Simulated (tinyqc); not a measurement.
Frequency dispersion of an accumulation capacitance by border traps, distributed model: one step of the calculation.

Traps spread evenly through the insulator exchange electrons with the semiconductor by tunnelling, with tau(x) = t0 exp(2 ka x) at depth x from the interface. The admittance per area Y seen at depth x obeys dY/dx = -Y^2/(i w eps0 eox) + q Nb ln(1 + i w tau)/tau, with Y(0) = i w Cs and w = 2 pi f; the gate sees Y(tox) = G + i w C. Working variable y = Y/(i w), in uF/cm^2. Cox = eps0 eox/tox.

Problem. Scales and lumped estimate. Cox; trap-free value 1/(1/Cox + 1/Cs); response depth d = ln(1/(w t0))/(2 ka), where w tau = 1; lumped estimate: all traps within d act as C_bt = q Nb d placed at d/2, so C = 1/{1/[1/(1/Cs + d/(2 eps0 eox)) + C_bt] + (tox - d/2)/(eps0 eox)}.

Parameters, values chosen for the exercise; permittivity close to that of zirconium oxide:
- eox = 21.6 (relative permittivity of the insulator)
- tox = 4.6 nm (insulator thickness)
- Cs = 0.55 uF/cm^2 (semiconductor capacitance in accumulation)
- Nb = 1.8e19 cm^-3 eV^-1 (density of border traps)
- ka = 6.3 1/nm (decay constant of the wave function in the insulator)
- t0 = 2e-9 s (time constant of a trap at the interface)
- f = 1e5 Hz (frequency)

Constants: q = 1.602176634e-19 C, eps0 = 8.8541878128e-14 F/cm where lengths are in cm. Results are converted to the units shown.

Give: Cox; trap-free C; d; C_bt; lumped C.

Solution.

Cox = 4.1576 uF/cm^2
trap-free C = 0.48574 uF/cm^2
d = 0.53010 nm
C_bt = 0.15288 uF/cm^2
lumped C = 0.60319 uF/cm^2

The traps within reach amount to 0.278 Cs and lie in the first 11.5 % of the insulator.

Numbers from tinyqc (`OMP_NUM_THREADS=1 python tinyqc.py 2202202 2202203 out.jsonl`; about 0.4 s on one thread of a shared Intel Xeon 2.30GHz).
